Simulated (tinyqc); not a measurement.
Forward curve with series resistance: current of a Schottky diode by thermionic-emission-diffusion theory, and its read-back from I-V-T and C-V data. Computed by tinyqc, a small Python program. Command: `OMP_NUM_THREADS=1 python tinyqc.py 3017237 3017238 out.jsonl schottky walk`. One thread of a shared host (Intel(R) Xeon(R) Processor @ 2.30GHz), about 0.01 s of CPU time with the checks.

Full ionisation, no tunnelling, no recombination current. V is the voltage across the junction itself, forward positive.

Inputs (values chosen for the exercise, modelled on n-type silicon):
```
quantity                                     value           unit
Richardson constant A*                         109   A/(cm^2 K^2)
effective density of states at 300 K, N_c  2.9e+19         1/cm^3
permittivity eps                              11.7              -
mobility mu                                   1400     cm^2/(V s)
barrier without image force phi_0 (mean)     0.662             eV
doping N                                   2.9e+16         1/cm^3
series resistance R_s                          0.2  milliohm cm^2
junction voltage V                             0.2              V
temperature T                                  300              K
standard deviation sigma                        84            meV
relative change of sigma^2 with bias, rho     0.66            1/V
```

Barrier: Gaussian spread of heights.

Constants: k_B = 8.617333262e-05 eV/K; e = 1.602176634e-19 C; eps_0 = 8.8541878128e-12 F/m.

Method:
- N_c(T) = N_c (T/300 K)^(3/2); V_bi = phi_0 - (k_B T/e) ln(N_c(T)/N); surface field F = sqrt(2 e N (V_bi - V - k_B T/e)/(eps eps_0)); image lowering d_phi = sqrt(e F/(4 pi eps eps_0)); effective barrier phi = phi_0 - d_phi - sigma^2 (1 - rho V)/(2 k_B T).
- Collection velocity v_R = A* T^2/(e N_c(T)); diffusion velocity v_D = mu F; J = e N_c(T) v_R/(1 + v_R/v_D) exp(-phi/k_B T) [exp(e V/k_B T) - 1].
- Terminal voltage V + J R_s; apparent ideality from neighbouring rows, (e/k_B T) dV_terminal/d ln J.

built-in voltage V_bi = 0.483421 V

Forward curve; the last column belongs to the interval up to the next row:
```
V (V)  J (A/cm^2)  terminal voltage (V)  apparent n
0.108  1.7251e+00                0.1083        1.15
0.150  7.4060e+00                0.1515        1.25
0.192  3.1358e+01                0.1983        1.67
0.234  1.3184e+02                0.2604        3.40
0.276  5.5027e+02                0.3861       10.54
0.318  2.2729e+03                0.7726       39.56
0.360  9.2282e+03                2.2056      150.83
0.401  3.5032e+04                7.4073           -
```

What follows from these numbers?

The resistance takes over where J R_s exceeds k_B T/e, at J = 129 A/cm^2; the apparent ideality climbs from 1.15 to 151, so barrier and n must be read below that current. Rows where the resistance drops more than 1 V are formal, since self-heating is left out. Caution: the current comes from the far low tail of the Gaussian, where pinch-off of small patches makes the formula unreliable.
